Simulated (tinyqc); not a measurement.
From a target to a composition: model-solid line-up of a strained alloy layer on a substrate.

Problem. A layer of the alloy is strained to the substrate, and its gap (Ec minus the top valence edge) is given. Find x between 0.03 and 0.82, where the gap is monotonic.

All values of the alloy are linear in x but the gap, Eg(x) = (1 - x) Eg_A + x Eg_B - C x (1 - x), and the valence edge, Ev(x) = (1 - x) Ev_A + x Ev_B + fv C x (1 - x); Ec = Ev + Eg. Ev is the top of the unstrained valence band on a scale common to all materials. In the layer only the Gamma valley of the conduction band is followed, also where an X or L valley would lie lower.

Coherent growth on a (001) face: e_par = (a_s - a)/a, e_perp = -2 (C12/C11) e_par; exx = eyy = e_par, ezz = e_perp, no shear.

Strained edges: Ec + ac tr(e); the valence edges are Ev plus the levels of the 6 x 6 matrix of X, Y, Z times spin with -Dso/3 + l exx + m (eyy + ezz) on the diagonal (cyclic), n exy off it, l = av + 2 b, m = av - b, n = sqrt(3) d. Spin-orbit term (Dso/3) L.sigma on X, Y, Z with (L_k)_ij = -i epsilon_kij: <X+|H|Y+> = -i Dso/3, <X+|H|Z-> = Dso/3, <Y+|H|Z-> = -i Dso/3, <Z+|H|X-> = -Dso/3, <Z+|H|Y-> = i Dso/3, <X-|H|Y-> = i Dso/3, and their conjugates; + and - are the spin along z.

Values chosen for the exercise (A near GaP, B near GaAs, substrate near GaP; the results hold for these values, not for the real material):

| symbol | value | unit | meaning |
|---|---|---|---|
| a | (5.449, 5.654) | angstrom | lattice constant of A, B |
| Eg | (2.875, 1.528) | eV | gap at Gamma to the s-like level of A, B |
| Dso | (0.081, 0.342) | eV | spin-orbit splitting of A, B |
| Ev | (-1.29, -0.81) | eV | top of the unstrained valence band of A, B |
| ac | (-8.16, -7.11) | eV | conduction deformation potential of A, B |
| av | (1.71, 1.15) | eV | valence hydrostatic potential of A, B |
| b | (-1.58, -1.98) | eV | tetragonal shear potential of A, B |
| d | (-4.59, -4.82) | eV | trigonal shear potential of A, B |
| C11 | (139.2, 121.1) | GPa | of A, B |
| C12 | (62.1, 56.5) | GPa | of A, B |
| C44 | (69.8, 60.2) | GPa | of A, B |
| C | 0.162 | eV | bowing of the gap |
| fv | 0.2 |  | share of the bowing taken by the valence edge |
| a_s | 5.449 | angstrom | substrate |
| face | 001 |  | growth face |

strained gap = 2.071822 eV

Find: x; e_par; gap of the relaxed alloy.

Solution. Bisect on x; the strained gap is 2.8387 eV at x = 0.03 and 1.9117 eV at x = 0.82.

x = 0.680
e_par = -2.494 %
gap of the relaxed alloy = 1.924 eV

tinyqc: `OMP_NUM_THREADS=1 python tinyqc.py 1080840 1080841 out.jsonl`; about 0.01 s, one thread, shared Intel(R) Xeon(R) Processor @ 2.30GHz.
